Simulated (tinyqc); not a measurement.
Holstein polaron on two sites. Changing the hopping t. Computed by tinyqc, a small Python program. Command: `OMP_NUM_THREADS=1 python tinyqc.py 3000217 3000218 out.jsonl holstein sweep`. One thread of a shared host (Intel(R) Xeon(R) Processor @ 2.30GHz), about 0.03 s of CPU time with the checks.

One electron on sites 1 and 2: H = -t (c1+ c2 + c2+ c1) + hbar omega sum_i b_i+ b_i - g hbar omega sum_i n_i (b_i + b_i+). The symmetric phonon shifts the energy by -g^2 hbar omega/2 and drops out; with b = (b_1 - b_2)/sqrt(2) there remains H = -t sigma_x + hbar omega b+ b - (g hbar omega/sqrt(2)) sigma_z (b + b+). Parity splits it into blocks p = +1 and -1 over phonon numbers n. Zero-point energies are left out. Weights Z refer to mode b alone; the displaced symmetric mode multiplies the full zero-phonon weight by exp(-g^2/2).

Inputs (values chosen for the exercise, for a model dimer): phonon energy hbar omega = 145 meV; coupling g = 0.473.

Method. Block p: H_nn = n hbar omega - p t (-1)^n - g^2 hbar omega/2, H_(n,n+1) = -(g hbar omega/sqrt(2)) sqrt(n + 1). Use 60 levels in both blocks; Z = c_0^2 is the weight of n = 0 in the ground state c; the splitting is the lowest odd level less the lowest even one, which without coupling is the smaller of 2t and hbar omega; <sigma_x> = sum (-1)^n c_n^2 measures the kinetic energy.

One run for each value:
```
hopping t (meV)  splitting/(2t)  weight Z of n = 0 in mode b  <sigma_x>  mean phonon number in b
7.2                     0.79841                      0.90935    0.82835                 0.095823
14.0                    0.79525                      0.92111    0.85065                 0.083395
26.0                    0.78441                      0.93725    0.88124                 0.066338
49.0                    0.74222                      0.95739    0.91939                 0.045043
92.0                    0.59771                      0.97624    0.95508                 0.025099
170.0                   0.38030                      0.98902    0.97924                 0.011593
330.0                   0.20841                      0.99605    0.99252                 0.004172
620.0                   0.11382                      0.99868    0.99750                 0.001394
1200.0                  0.05959                      0.99961    0.99927                 0.000409
```

What does the table show, and why?

Over the rows, splitting/(2t) falls from 0.798 to 0.0596 (exponent d ln y / d ln x -0.0060 between the first rows and -0.98 between the last); weight Z of n = 0 in mode b rises from 0.909 to 1.000 (exponent d ln y / d ln x 0.019 between the first rows and 0.0014 between the last); <sigma_x> rises from 0.828 to 0.999 (exponent d ln y / d ln x 0.040 between the first rows and 0.0027 between the last). For t much below hbar omega the ratio tends to exp(-g^2) = 0.800; the first row has 0.798.

Caution (rows 92.0, 170, 330, 620, 1200): with hbar omega below 2t the lowest odd level starts as a one-phonon state, so the splitting here is a softened phonon and not a narrowed hopping.

Extremes, crossings and ranges named in words are read from the listed rows.
